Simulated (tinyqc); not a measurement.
What moves the results: two-band massive Dirac model of the K valleys. A value that a table varies takes the place of the one given here.

Basis (conduction, valence): H = [[D/2, a t (tau kx - i ky)], [a t (tau kx + i ky), -D/2 + lam tau sz]], valley tau = +/-1, spin sz = +/-1. The gap of a spin and valley is G = D - lam tau sz. Berry curvature Omega = curl of i<u|grad u>; for the conduction band Omega_c = -tau 2 a^2 t^2 G/(G^2 + 4 a^2 t^2 k^2)^(3/2), and Omega_v = -Omega_c.

Constants: hbar^2/2m0 = 3.80998211 eV angstrom^2.

Parameters, chosen for this exercise (near those used for monolayer MoSe2; shifted at random, so the results belong to these values and not to a real crystal): a = 3.316 angstrom (lattice constant); D = 1.42 eV (gap parameter); t = 0.99 eV (effective hopping); lam = 0.101 eV (half the valence spin splitting).

## Away from the valley

Flavour tau = +1, sz = +1. Parabolic transition energy G + 2 a^2 t^2 k^2/G; degree of circular polarisation eta = 2 cos(theta)/(1 + cos^2(theta)). The last column is the Berry flux of the conduction band inside |k|, over 2 pi: -(1 - cos(theta))/2, cos(theta) = G/(transition energy).

Along |k|:
```
|k| (1/angstrom)  transition (eV)  parabolic (eV)  Omega_c (angstrom^2)     eta  flux/2 pi
0.000                      1.3190          1.3190               -12.389  1.0000     0.0000
0.025                      1.3292          1.3292               -12.107  1.0000    -0.0038
0.050                      1.3592          1.3599               -11.321  0.9995    -0.0148
0.075                      1.4079          1.4109               -10.187  0.9979    -0.0316
0.100                      1.4734          1.4824                -8.889  0.9939    -0.0524
0.150                      1.6461          1.6867                -6.374  0.9760    -0.0994
0.200                      1.8612          1.9726                -4.410  0.9435    -0.1457
0.300                      2.3705          2.7897                -2.134  0.8497    -0.2218
```

The curvature halves at |k| = 0.154 1/angstrom, where 2 a t k = 0.766 G. At 0.3 the parabola is 419 meV too high, eta has fallen only to 0.850, and the flux has reached -0.222 of the -1/2 that a whole cone holds. The real bands leave this model beyond about 0.1 to 0.2 1/angstrom, where trigonal warping and other bands enter.

## Hole doping of the spin-split valence bands

The Fermi level lies E below the top of the valence band. kF for the upper and lower band of valley +1 from the two-band energy; each flavour holds kF^2/(4 pi) holes per area and both valleys count. Spin polarisation within one valley; Berry flux removed from valley +1, the sum of (1 - cos(theta_F))/2 with cos(theta_F) = G/sqrt(G^2 + 4 a^2 t^2 kF^2), in units of 2 pi.

Holes:
```
E (meV)  kF upper (1/angstrom)  kF lower  p (1e12/cm^2)  spin polarisation in a valley  flux/2 pi
25.2                    0.0561    0.0000           5.01                          1.000     0.0184
50.5                    0.0801    0.0000          10.21                          1.000     0.0356
101.0                   0.1154    0.0000          21.18                          1.000     0.0664
151.5                   0.1438    0.0000          32.90                          1.000     0.0934
191.9                   0.1640    0.0000          42.82                          1.000     0.1127
222.2                   0.1783    0.0537          55.17                          0.833     0.1389
303.0                   0.2135    0.1233          96.77                          0.500     0.2160
404.0                   0.2541    0.1797         154.20                          0.333     0.2949
```

Up to E = 2 lam = 202 meV, a density of 45.4e12/cm^2, only the upper band of this model is emptied and each valley is fully spin-polarised, oppositely in the two. Beyond it the polarisation falls, to 0.33 in the last row. The flux, times e^2/h, is in size the change of the Hall conductivity of one valley; the other valley cancels it in the charge current. Rows with kF above about 0.2 1/angstrom lie beyond the range of the model, and in real layers the valley at Gamma, close below in MoS2 and WS2, can take holes as well.

## What each parameter does

Flavour tau = sz = +1 at k = 0: gap G, mass c G/(a t)^2 with c = hbar^2/2m0, Omega_c, and the B - A splitting 2 lam. Each row changes one parameter from the base and keeps the others.

Results:
```
case                 G (eV)  mass (m0)  Omega_c (angstrom^2)  B - A (eV)
base                 1.3190     0.4663               -12.389      0.2020
a = 3.3823 angstrom  1.3190     0.4482               -12.889      0.2020
D = 1.562 eV         1.4610     0.5165               -10.098      0.2020
t = 1.089 eV         1.3190     0.3854               -14.991      0.2020
lam = 0.1515 eV      1.2685     0.4484               -13.395      0.3030
```

The largest shifts from the base row, up to three for each result and ties (the steps differ in size, so this ranks the rows, not the parameters). G (eV): D +0.1420, lam -0.0505; unchanged at the printed digits by a and t. mass (m0): t -0.0809, D +0.0502, a -0.0181. Omega_c (angstrom^2): t -2.602, D +2.291, lam -1.006. B - A (eV): lam +0.1010; unchanged at the printed digits by a, D and t. The mass goes as G/(a t)^2 and the curvature as (a t)^2/G^2, so their product is -2c/G.

Computed by tinyqc, a small Python program: `OMP_NUM_THREADS=1 python tinyqc.py 1450137 1450138 out.jsonl` (the numbers bound the seed that draws the inputs); one thread of a shared host (Intel(R) Xeon(R) Processor @ 2.30GHz), about 0.01 s for the whole set of steps.
